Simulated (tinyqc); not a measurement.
Quasi-harmonic thermal expansion with mode Grueneisen parameters: one step, computed by the program tinyqc.

A crystal with two atoms a cell; per atom there are 1 transverse acoustic (TA), 1/2 longitudinal acoustic (LA) and 3/2 optical (O) modes. Every frequency of group i scales as nu_i (V/V0)^(-gamma_i). Each group has one frequency. Static energy: E = (9 V0 B0/16) [y^3 B' + y^2 (2 - 4 y)], y = (V0/V)^(2/3) - 1, with pressure P_s = (3 B0/2) (z^7 - z^5) [1 + (3/4)(B' - 4)(z^2 - 1)], z = (V0/V)^(1/3).

Question. Properties at the equilibrium volume. For a mode with x = h nu/(k_B T), n = 1/(exp(x) - 1): U = h nu (n + 1/2), C/k_B = x^2 n (n + 1); U_i and C_i sum these over group i with its weight per atom. Phonon pressure P_ph = sum_i gamma_i U_i/V. B_T = -V d(P_s + P_ph)/dV at fixed T (central difference, step 1e-4 V); alpha_V = sum gamma_i C_i k_B/(B_T V), all at V(T); the linear coefficient is alpha_L = alpha_V/3. C_P - C_V = alpha_V^2 B_T V T; the optical frequency is nu_O (V/V0)^(-gamma_O).

Inputs (values chosen for the exercise, modelled on diamond):
```
quantity                       value             unit
static volume V0                5.67  angstrom^3/atom
static bulk modulus B0           453              GPa
static B'                        3.8                -
frequency nu_TA                 20.9              THz
frequency nu_LA                 30.5              THz
frequency nu_O                  37.2              THz
Grueneisen parameter gamma_TA   0.49                -
Grueneisen parameter gamma_LA   0.98                -
Grueneisen parameter gamma_O       1                -
temperature T                    300                K
```

Acoustic groups: Einstein.

volume V(T) = 5.730494 angstrom^3/atom

Constants: h x 1 THz = 4.135667696 meV; k_B = 8.617333262e-05 eV/K; 1 eV/angstrom^3 = 160.2176634 GPa.

Give: volume change from V0; isothermal bulk modulus B_T; linear expansion coefficient; C_V; C_P - C_V; optical frequency at V(T).

Answer.

volume change from V0 = 1.067 %

isothermal bulk modulus B_T = 443.8 GPa

linear expansion coefficient = 0.8095 ppm/K

C_V = 0.6674 k_B/atom

C_P - C_V = 3.259e-04 k_B/atom

optical frequency at V(T) = 36.81 THz
